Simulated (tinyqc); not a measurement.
# Changing the net doping N

Model: two-band model of a narrow-gap semiconductor with electrons and holes. Computed by tinyqc, a small Python program. Command: `OMP_NUM_THREADS=1 python tinyqc.py 3016684 3016685 out.jsonl bipolar sweep`. One thread of a shared host (Intel(R) Xeon(R) Processor @ 2.30GHz), about 0.09 s of CPU time with the checks.

Two parabolic bands with acoustic scattering (r = -1/2, a = 0), a gap that does not change with T, and fully ionised dopants. Melting is ignored, so values above the melting point are formal, and kappa_L does not change with T. eta_n = (E_F - E_c)/(k_B T), eta_p = -eta_n - E_g/(k_B T).

Inputs (values chosen for the exercise, modelled on InAs):
```
quantity                              value        unit
electron mass m_n                     0.023         m_0
hole mass m_p                          0.42         m_0
electron mobility parameter mu_300,n  26000  cm^2/(V s)
hole mobility parameter mu_300,p        390  cm^2/(V s)
temperature exponent p                  1.5           -
band gap E_g                           0.36          eV
lattice thermal conductivity kappa_L     17     W/(m K)
temperature T                           780           K
```

Doping: n-type.

Constants: k_B = 8.617333262e-05 eV/K; m_0 = 9.1093837015e-31 kg; k_B = 1.380649e-23 J/K; hbar = 1.054571817e-34 J s; e = 1.602176634e-19 C.

Method:
- With x = E/(k_B T), a = alpha k_B T (0 for a parabolic band), G = x (1 + a x), D = 1 + 2 a x and <y> = int y f (1 - f) dx, f = 1/(1 + exp(x - eta)): tau = tau_0 G^r/D; transport function s = G^(3/2 + r)/D^2; n = N_0 <G^(3/2)> with N_0 = (2 m k_B T)^(3/2)/(3 pi^2 hbar^3).
- Integrals over x = E/(k_B T) use 160 Gauss-Legendre points in u = sqrt(x) from 0 to sqrt(max(eta, 0) + 32).
- Neutrality: n - p = N, with n = N_0(m_n) <x^(3/2)> at eta_n and p = N_0(m_p) <x^(3/2)> at eta_p.
- sigma = e mu_0 N_0 <s> with mu_0 = e tau_0/m = mu_300 (T/300 K)^(-p); |S| = (k_B/e)(<x s>/<s> - eta); Lorenz number L = (k_B/e)^2 (<x^2 s>/<s> - (<x s>/<s>)^2); kappa_e = L sigma T; zT = S^2 sigma T/(kappa_L + kappa_e).
- Hall factor r_H = <x^(3/2)> <x^(1/2)>/<s>^2.
- Both bands together (these totals replace the one-band zT): sigma = sigma_n + sigma_p; S = (sigma_p |S_p| - sigma_n |S_n|)/sigma; kappa_bip = (sigma_n sigma_p/sigma)(|S_n| + |S_p|)^2 T; kappa_e = (L_n sigma_n + L_p sigma_p) T; zT = S^2 sigma T/(kappa_L + kappa_e + kappa_bip); weak-field R_H = (r_p sigma_p^2/p - r_n sigma_n^2/n)/(e sigma^2), where the Hall factors r_n and r_p are <x^(3/2)> <x^(1/2)>/<s>^2.

One run for each value; columns: (1) net doping N (1/cm^3); (2) Seebeck coefficient S (microvolt/K); (3) zT; (4) bipolar thermal conductivity (W/(m K)); (5) conductivity sigma (S/cm); (6) Hall coefficient R_H (cm^3/C):
```
(1)          (2)      (3)     (4)    (5)     (6)
1.70e+13  -217.3  0.03035  0.1196  142.5  -34.26
4.60e+13  -217.3  0.03035  0.1196  142.5  -34.26
1.30e+14  -217.3  0.03035  0.1195  142.6  -34.26
3.40e+14  -217.2  0.03036  0.1195  142.6  -34.24
9.30e+14  -217.2  0.03037  0.1193  142.8  -34.20
2.50e+15  -217.0  0.03042  0.1188  143.3  -34.08
6.90e+15  -216.5  0.03054  0.1175  144.5  -33.76
1.90e+16  -215.0  0.03087  0.1140  148.2  -32.88
5.10e+16  -210.9  0.03171  0.1051  158.2  -30.64
```

Describe and explain the trends.

Over the rows, Seebeck coefficient S (microvolt/K) rises from -217 to -211; zT rises from 0.0303 to 0.0317; bipolar thermal conductivity (W/(m K)) falls from 0.120 to 0.105. Heavier doping suppresses the minority band but lowers the single-band |S|; only doping far below the intrinsic density gives the intrinsic values.
